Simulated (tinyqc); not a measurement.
Changing the hold time t: thermal stress and diffusional relaxation in a metal film: Coble and Nabarro-Herring creep, cooling and holds. Computed by tinyqc, a small Python program. Command: `OMP_NUM_THREADS=1 python tinyqc.py 3014958 3014959 out.jsonl creep sweep`. One thread of a shared host (Intel(R) Xeon(R) Processor @ 2.30GHz), about 0.01 s of CPU time with the checks.

A thin film on a rigid substrate is stress-free at T0. Tension is positive and the film creeps linearly: d sigma/dt = -M (mismatch) dT/dt - sigma/tau.

Inputs (values chosen for the exercise, modelled on gold films on silicon):
```
quantity                           value        unit
biaxial modulus M                    140         GPa
expansion mismatch                  11.9      1e-6/K
atomic volume Omega                   17  angstrom^3
lattice prefactor D0             1.2e-05       m^2/s
lattice energy E                     1.8          eV
boundary prefactor (delta D_b)0  2.8e-16       m^3/s
boundary energy E_b                0.913          eV
grain size d                         1.2          um
stress-free temperature T0           350           C
hold temperature T                   160           C
```

Constants: k_B = 1.380649e-23 J/K; k_B = 8.617333262e-05 eV/K.

Method:
- Thermoelastic slope = M x mismatch; sigma_0 = slope x (T0 - T).
- Creep rate per stress: Nabarro-Herring 14 D Omega/(k_B T d^2), Coble (14 pi) delta D_b Omega/(k_B T d^3), with D = D0 exp(-E/(k_B T)), delta D_b = (delta D_b)0 exp(-E_b/(k_B T)); 1/tau = M x (sum of both)/2 (biaxial strain rate is half the uniaxial one).
- Temperatures in kelvin are T(C) + 273.15.
- sigma(t) = sigma_0 exp(-t/tau), relaxed part sigma_0 - sigma(t); the grain size where both mechanisms are equal is pi delta D_b/D.

One run for each value:
```
hold time t (h)  stress after the hold (MPa)  stress relaxed during the hold (MPa)
0.026                                  315.5                                   1.0
0.06                                   314.2                                   2.3
0.14                                   311.2                                   5.3
0.32                                   304.5                                  12.1
0.74                                   289.3                                  27.2
1.7                                    257.4                                  59.1
3.9                                    197.0                                 119.6
9                                      105.9                                 210.6
21                                      24.6                                 291.9
```

What does the table show, and why?

Over the rows, stress after the hold (MPa) falls from 316 to 24.6 (exponent d ln y / d ln x -0.0049 between the first rows and -1.7 between the last); stress relaxed during the hold (MPa) rises from 1.000 to 292 (exponent d ln y / d ln x 1.00 between the first rows and 0.39 between the last). At the low end the exponent of stress relaxed during the hold is 1.00, close to 1: the hold is short against tau.

Caution (all rows): bulk creep laws overstate relaxation in a bonded film, where the substrate constrains boundary diffusion, and dislocation glide is left out.
